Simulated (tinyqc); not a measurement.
From results back to parameters: density of states of one tight-binding band on the simple cubic lattice. Three cases, with inputs chosen for the exercise.

Problem. For E(k) = -2 t (c1 + c2 + c3) - 4 t2 (c1 c2 + c2 c3 + c3 c1), ci = cos(2 pi ki), two differences between symmetry points are known: Gamma = (0, 0, 0), X = (1/2, 0, 0), M = (1/2, 1/2, 0), R = (1/2, 1/2, 1/2).

Case 1.

E(X) - E(Gamma) = 5.0000 eV
E(M) - E(X) = 5.0000 eV

Case 2.

E(X) - E(Gamma) = 5.3600 eV
E(M) - E(X) = 4.5600 eV

Case 3.

E(X) - E(Gamma) = 5.0400 eV
E(M) - E(X) = 4.2400 eV

Find: t; t2; E(R) - E(M).

Solution. E(Gamma) = -6t - 12 t2, E(X) = -2t + 4 t2, E(M) = 2t + 4 t2, E(R) = 6t - 12 t2.

Case 1.

t = 1.250 eV
t2 = 0.000 eV
E(R) - E(M) = 5.000 eV

Case 2.

t = 1.140 eV
t2 = 0.050 eV
E(R) - E(M) = 3.760 eV

Case 3.

t = 1.060 eV
t2 = 0.050 eV
E(R) - E(M) = 3.440 eV

Computed by tinyqc, one run a case: `OMP_NUM_THREADS=1 python tinyqc.py N N+1 out.jsonl` with N = 1651505, 1651511, 1651561; one thread of a shared Intel(R) Xeon(R) Processor @ 2.30GHz, about 0.3 s a run at most.
